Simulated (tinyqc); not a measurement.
# Trench capacitor in an array: capacitance, non-linearity, leakage and relaxation: charge lost after writing

A film between two metal electrodes, each interface adding a series capacitance ci. The small-signal permittivity is ek (1 + aq E^2); the field is found with the linear permittivity. Leakage J = J0 sinh(E/Ef). After a voltage step the film passes a relaxation current kr C V tt^(-nr), tt being the time in seconds. The sidewall is a coaxial capacitor with radii a = dm/2 - t and b = dm/2, depth AR dm; the end face is left out.

Planar film: Cf = eps0 ek/t, 1/C = 1/Cf + 2/ci, EOT = 3.9 eps0/C, effective permittivity C t/eps0, E = (V/t) C/Cf. A capacitor written for t0 and then left open loses, as a share of C V, kr (tt^(1 - nr) - t0^(1 - nr))/(1 - nr) by relaxation and J tt/(C V) by leakage; both are taken as small, and rows far outside that range are left out.

Parameters, values chosen for the exercise; permittivity of the order of that of tantalum oxide:
```
symbol,value,unit,meaning
ek,25.5,,relative permittivity of the film
t,5,nm,film thickness
ci,110,uF/cm^2,capacitance of each electrode interface (dead layer and screening)
aq,0.0079,cm^2/MV^2,quadratic field coefficient of the permittivity
V,1.8,V,bias
nr,0.93,,exponent of the relaxation current
kr,0.00018,,strength of the relaxation
J0,2.9e-11,A/cm^2,leakage prefactor
Ef,0.32,MV/cm,field for an e-fold rise of the leakage
t0,2e-8,s,duration of the write pulse
```

Constants: eps0 = 8.8541878128e-14 F/cm where lengths are in cm. Results are converted to the units shown.

The same in every row: leakage current (nA/cm^2) = 474.8.

Results:
```
tt (s)  relaxation current (nA/cm^2)  loss by relaxation (%)  loss by leakage (%)  total loss (%)
1e-6                         5.140e5                 0.02342             6.321e-6         0.02343
1e-5                         6.039e4                 0.04052             6.321e-5         0.04058
0.0001                          7096                 0.06061             6.321e-4         0.06124
0.001                          833.7                 0.08421             0.006321         0.09053
0.1                            11.51                  0.1445               0.6321          0.7766
```

Estimate the missing row, tt = 0.01 s.

Computed row:
```
tt (s)  relaxation current (nA/cm^2)  loss by relaxation (%)  loss by leakage (%)  total loss (%)
0.01                           97.95                  0.1119              0.06321          0.1751
```

With this row back in the table: The two currents are equal at tt = 0.00183 s. The loss by relaxation grows from 0.0234 to 0.145 %, by 0.0171 points over the first decade and 0.0326 over the last, while the loss by leakage grows tenfold a decade. Leakage is the larger loss for tt = 0.1 s.

Program tinyqc, `OMP_NUM_THREADS=1 python tinyqc.py 2102060 2102061 out.jsonl`; Intel Xeon 2.30GHz, shared host, one thread, about 0.01 s.
